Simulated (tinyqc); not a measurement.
## Van der Pauw, Hall and four-point-probe measurements on a doped layer: correction factor against the shape of the sample

A uniform p-type layer with sheet resistance Rs = 1/(q ns mu), point contacts, low field (mu B small).

Rs = 1/(q ns mu). For a rectangle with contacts at the corners, RA = (8 Rs/pi) sum_(k>=0) ln coth((2k + 1) pi a/(2 b)) with current along a short side b and voltage along the opposite one, RB the same with a and b exchanged. ar = a/b. F = Rs/[(pi/ln 2)(RA + RB)/2]; small-asymmetry estimate 1 - (ln 2/2) d^2 - ((ln 2)^2/4 - (ln 2)^3/12) d^4 with d = (RB - RA)/(RB + RA).

Inputs (values chosen for the exercise):
- ns = 1.4e14 cm^-2 (sheet density of the layer)
- mu = 50 cm^2/(V s) (drift mobility)

Constants: q = 1.602176634e-19 C. Results are converted to the units shown.

Results:
```
ar,RA (ohm),RB (ohm),RB/RA,F,estimate of F
1,196.73,196.73,1.0000,1.0000,1.0000
1.23,95.331,355.97,3.7341,0.87182,0.87413
1.46,46.263,537.66,11.622,0.67381,0.70823
1.69,22.458,731.11,32.554,0.52212,0.62128
1.91,11.251,921.73,81.922,0.42172,0.58618
2.37,2.6521,1327.6,500.59,0.29577,0.56529
2.6,1.2876,1532.0,1189.8,0.25661,0.56285
```

Estimate the missing row, ar = 2.14.

Computed row:
```
ar,RA (ohm),RB (ohm),RB/RA,F,estimate of F
2.14,5.4626,1123.9,205.75,0.34838,0.57126
```

With this row back in the table: RB/RA rises from 1.00 to 1190 and F falls from 1.00 to 0.257. The estimate is 5.1 % above F at a/b = 1.46 and 2.19 times it in the last row. RA shrinks about as exp(-pi a/b): by a factor of 2.06 between the last two rows, against 2.06.

Program tinyqc, `OMP_NUM_THREADS=1 python tinyqc.py 2850160 2850161 out.jsonl`; Intel Xeon 2.30GHz, shared host, one thread, about 0.01 s.
